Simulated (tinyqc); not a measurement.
Inside a calculation. Model: modulation-doped quantum well, Poisson-Schroedinger loop.

Numbers from tinyqc (`OMP_NUM_THREADS=1 python tinyqc.py 2140148 2140149 out.jsonl`; about 0.2 s on one thread of a shared Intel Xeon 2.30GHz). Printed values are rounded.

A well of width L centred at z = 0 between barriers Vb; effective-mass electrons, parabolic bands. The electrons come from donor sheets outside the mesh, a share fL of Ns on the left and the rest on the right, so the structure is neutral. Energies are counted from the band edge of the well, with U = 0 on the first node in the Hartree part.

Values chosen for this exercise; material values those of a made-up well:
```
symbol,value,unit,meaning
T,150,K,temperature
md,0.0247,m0,in-plane mass
Vb,1.04,eV,barrier height
eps_r,17.9,,relative permittivity (all layers)
L,17.6,nm,well width
hz,1.6,nm,mesh step
Ns,9.5e11,cm^-2,sheet density of electrons
fL,0.5,,share of the donors on the left side
Fz,0,kV/cm,applied field along z
a,0.3,,mixing factor
```

Constants: q = 1.602176634e-19 C, kB = 1.380649e-23 J/K, hbar = 1.054571817e-34 J s, m0 = 9.1093837015e-31 kg, Vt = kB T/q, eps0 = 8.8541878128e-14 F/cm where lengths are in cm, hbar^2/(2 m0) = 0.0380998212 eV nm^2. Results are converted to the units shown.

## Fixed part of the potential

```
node,z (nm)
1,-16
2,-14.4
3,-12.8
4,-11.2
5,-9.6
6,-8
7,-6.4
8,-4.8
9,-3.2
10,-1.6
11,0
12,1.6
13,3.2
14,4.8
15,6.4
16,8
17,9.6
18,11.2
19,12.8
20,14.4
21,16
```

V0 = 0 in the well and Vb outside, plus q Fz z (1 kV/cm = 1e-4 eV/nm).

```
node,fixed potential V0 (eV)
1,1.040000
2,1.040000
3,1.040000
4,1.040000
5,1.040000
6,0.000000
7,0.000000
8,0.000000
9,0.000000
10,0.000000
11,0.000000
12,0.000000
13,0.000000
14,0.000000
15,0.000000
16,0.000000
17,1.040000
18,1.040000
19,1.040000
20,1.040000
21,1.040000
```

## Round 1: levels and probability densities

```
node,self-consistent potential U at the start (eV)
1,0
2,0
3,0
4,0
5,0
6,0
7,0
8,0
9,0
10,0
11,0
12,0
13,0
14,0
15,0
16,0
17,0
18,0
19,0
20,0
21,0
```

mass on the intervals 1/2, 3/2, ... (mean of both at an interface) (m0): [0.149, 0.149, 0.149, 0.149, 0.149, 0.09095, 0.0329, 0.0329, 0.0329, 0.0329, 0.0329, 0.0329, 0.0329, 0.0329, 0.0329, 0.0329, 0.09095, 0.149, 0.149, 0.149, 0.149, 0.149]

Tridiagonal Hamiltonian with psi = 0 one step beyond both ends: H_ii = C (1/m_(i-1/2) + 1/m_(i+1/2))/hz^2 + V0_i + U_i, H_(i,i+1) = -C/(m_(i+1/2) hz^2), C = hbar^2/(2 m0). The lowest 3 level(s) are kept, normalised to hz sum |psi|^2 = 1.

levels (eV): E1 0.0175378, E2 0.0773882, E3 0.1900230

```
node,|psi|^2 of E1 (1/nm),|psi|^2 of E2 (1/nm),|psi|^2 of E3 (1/nm)
1,0.00000000,0.00000000,0.0000000
2,0.00000000,0.00000000,0.0000000
3,0.00000002,0.00000007,0.0000002
4,0.00000277,0.00000952,0.0000199
5,0.00040991,0.00127022,0.0021531
6,0.02499383,0.07031458,0.0979871
7,0.04073532,0.09170854,0.0772755
8,0.05652063,0.08334299,0.0159184
9,0.06992553,0.05069767,0.0061855
10,0.07889137,0.01515641,0.0627132
11,0.08204123,0.00000000,0.1004944
12,0.07889137,0.01515641,0.0627132
13,0.06992553,0.05069767,0.0061855
14,0.05652063,0.08334299,0.0159184
15,0.04073532,0.09170854,0.0772755
16,0.02499383,0.07031458,0.0979871
17,0.00040991,0.00127022,0.0021531
18,0.00000277,0.00000952,0.0000199
19,0.00000002,0.00000007,0.0000002
20,0.00000000,0.00000000,0.0000000
21,0.00000000,0.00000000,0.0000000
```

## Round 1: Fermi level and occupations

Level k holds N_k = D_k Vt ln(1 + exp((EF - E_k)/Vt)) with D = md m0 q/(pi hbar^2) per eV (spin included); EF is fixed by sum N_k = Ns.

EF = 0.09161967 eV
N_k (cm^-2): E1 7.648058e11, E2 1.851283e11, E3 6.587848e7

## Round 1: density, output potential and mixing

n_i = sum_k N_k |psi_k|^2 (converted to cm^-3). Hartree part by Gauss: on the interval after node i the enclosed sheet charge is S_i = fL Ns - hz sum_(j<=i) n_j, and U_(i+1) = U_i + q S_i hz/(eps0 eps_r) in eV, U_1 = 0. Mixing: U(new) = U + a (U(out) - U).

```
node,n (1e17 cm^-3),U(out) (eV),U after round 1 (eV)
1,0.000000,0.00000000,0.00000000
2,0.000000,0.00768285,0.00230485
3,0.000003,0.01536570,0.00460971
4,0.000389,0.02304854,0.00691456
5,0.054880,0.03073129,0.00921939
6,3.213910,0.03839983,0.01151995
7,4.813755,0.04523665,0.01357099
8,5.865750,0.05082771,0.01524831
9,6.286543,0.05490076,0.01647023
10,6.314659,0.05734692,0.01720408
11,6.275223,0.05815891,0.01744767
12,6.314659,0.05734692,0.01720408
13,6.286543,0.05490076,0.01647023
14,5.865750,0.05082771,0.01524831
15,4.813755,0.04523665,0.01357099
16,3.213910,0.03839983,0.01151995
17,0.054880,0.03073129,0.00921939
18,0.000389,0.02304854,0.00691456
19,0.000003,0.01536570,0.00460971
20,0.000000,0.00768285,0.00230485
21,0.000000,0.00000000,0.00000000
```

## Round 2: levels and probability densities

As before.

levels (eV): E1 0.0332990, E2 0.0915619, E3 0.2044257

```
node,|psi|^2 of E1 (1/nm),|psi|^2 of E2 (1/nm),|psi|^2 of E3 (1/nm)
1,0.00000000,0.00000000,0.0000000
2,0.00000000,0.00000000,0.0000000
3,0.00000002,0.00000008,0.0000002
4,0.00000297,0.00000989,0.0000203
5,0.00043225,0.00130244,0.0021719
6,0.02608385,0.07150625,0.0979040
7,0.04187381,0.09227447,0.0760616
8,0.05704106,0.08280347,0.0149647
9,0.06943452,0.04981838,0.0067717
10,0.07749152,0.01478503,0.0638671
11,0.08027999,0.00000000,0.1014769
12,0.07749152,0.01478503,0.0638671
13,0.06943452,0.04981838,0.0067717
14,0.05704106,0.08280347,0.0149647
15,0.04187381,0.09227447,0.0760616
16,0.02608385,0.07150625,0.0979040
17,0.00043225,0.00130244,0.0021719
18,0.00000297,0.00000989,0.0000203
19,0.00000002,0.00000008,0.0000002
20,0.00000000,0.00000000,0.0000000
21,0.00000000,0.00000000,0.0000000
```

## Round 2: Fermi level and occupations

As before.

EF = 0.1066955 eV
N_k (cm^-2): E1 7.577570e11, E2 1.921736e11, E3 6.939897e7

## Round 2: density, output potential and mixing

As before.

```
node,n (1e17 cm^-3),U(out) (eV),U after round 2 (eV)
1,0.000000,0.00000000,0.00000000
2,0.000000,0.00768285,0.00391825
3,0.000003,0.01536570,0.00783650
4,0.000415,0.02304854,0.01175476
5,0.057798,0.03073128,0.01567296
6,3.351363,0.03839906,0.01958368
7,4.946817,0.04519954,0.02305956
8,5.913694,0.05071983,0.02588977
9,6.218874,0.05470972,0.02794208
10,6.156547,0.05709021,0.02916992
11,6.083977,0.05787745,0.02957661
12,6.156547,0.05709021,0.02916992
13,6.218874,0.05470972,0.02794208
14,5.913694,0.05071983,0.02588977
15,4.946817,0.04519954,0.02305956
16,3.351363,0.03839906,0.01958368
17,0.057798,0.03073128,0.01567296
18,0.000415,0.02304854,0.01175476
19,0.000003,0.01536570,0.00783650
20,0.000000,0.00768285,0.00391825
21,0.000000,0.00000000,0.00000000
```

## Course of the self-consistent loop

Start from U = 0. Stop when the largest |U(out) - U| is below 1e-7 eV, or after 120 rounds.

Course of the iteration:
```
round,level E1 (eV),EF (eV),largest |U(out) - U| (eV)
1,0.01753783,0.09161967,0.0582
2,0.03329905,0.1066955,0.0404
3,0.04426030,0.1171874,0.0281
4,0.05188854,0.1244947,0.0195
5,0.05719988,0.1295866,0.0136
6,0.06089939,0.1331361,9.45e-3
7,0.06347692,0.1356110,6.57e-3
8,0.06527311,0.1373371,4.57e-3
9,0.06652504,0.1385410,3.18e-3
...,...,...,...
30,0.06940655,0.1413190,1.59e-6
31,0.06940701,0.1413194,1.11e-6
32,0.06940733,0.1413197,7.73e-7
33,0.06940755,0.1413199,5.39e-7
34,0.06940770,0.1413201,3.76e-7
35,0.06940781,0.1413202,2.62e-7
36,0.06940789,0.1413203,1.83e-7
37,0.06940794,0.1413203,1.27e-7
38,0.06940798,0.1413203,8.89e-8
```

Converged in 38 rounds. Towards the end the residual shrinks by a factor of about 0.70 a round.

## Converged levels, occupations and centroid

```
node,converged U (eV)
1,0.00000000
2,0.00768283
3,0.01536567
4,0.02304850
5,0.03073121
6,0.03839720
7,0.04511518
8,0.05047779
9,0.05428592
10,0.05652513
11,0.05725958
12,0.05652513
13,0.05428592
14,0.05047779
15,0.04511518
16,0.03839720
17,0.03073121
18,0.02304850
19,0.01536567
20,0.00768283
21,0.00000000
```

Solve for the levels with V0 + U, find EF, n_i = sum_k N_k |psi_k|^2 (in cm^-3); share of each level N_k/Ns; centroid sum n z/sum n.

levels (eV): E1 0.0694080, E2 0.1242828, E3 0.2377299
EF = 0.1413203 eV
shares (%): E1 78.15790, E2 21.83401, E3 0.00809

```
node,n (1e17 cm^-3)
1,0.000000
2,0.000000
3,0.000004
4,0.000479
5,0.064599
6,3.663244
7,5.237363
8,6.006705
9,6.062490
10,5.814624
11,5.675983
12,5.814624
13,6.062490
14,6.006705
15,5.237363
16,3.663244
17,0.064599
18,0.000479
19,0.000004
20,0.000000
21,0.000000
```

centroid = 0 nm

With 400 intervals across the well and the same walls, E2 - E1 = 67.59 meV and EF - E1 = 77.32 meV; this mesh gives 54.87 and 71.91 meV.
